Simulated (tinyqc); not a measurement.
X-ray photoelectron analysis of a thin oxide on a semiconductor: attenuation lengths, thickness, angle series and band offsets: one step, computed by the program tinyqc.

The same element is seen in the oxide and in the substrate, at nearly the same kinetic energy; films are flat and uniform, and the work function is ignored.

Task: Band offsets by core levels. Valence band offset = (E_core - E_v)(substrate) - (E_core - E_v)(oxide) + (core level separation at the interface, oxide less substrate). The separation is made here from the given offset; a uniform field F that raises the binding energy towards the surface shifts the oxide peak by e F <z>, <z> = d/(1 - exp(-x)) - d/x, x = d/(L_o cos theta), being the mean distance from the interface. Conduction band offset = oxide gap - substrate gap - valence band offset.

Inputs (values chosen for the exercise, modelled on SiO2 on silicon):

| quantity | value | unit |
|---|---|---|
| oxide gap | 8.97 | eV |
| substrate gap | 1.12 | eV |
| oxide thickness d | 1.1 | nm |
| valence band offset used to make the data | 4.51 | eV |
| core level less valence band top, substrate | 98.96 | eV |
| core level less valence band top, thick oxide | 98.47 | eV |
| field in the oxide | 1.4 | MV/cm |

d/(L_o cos theta) = 0.7221904

Give: separation without field; <z>; separation with field; apparent valence band offset; true conduction band offset; apparent conduction band offset.

Result:

separation without field = 4.02 eV

<z> = 0.6156 nm

separation with field = 4.106 eV

apparent valence band offset = 4.596 eV

true conduction band offset = 3.34 eV

apparent conduction band offset = 3.254 eV

The field biases both offsets by 0.086 eV, in opposite directions.
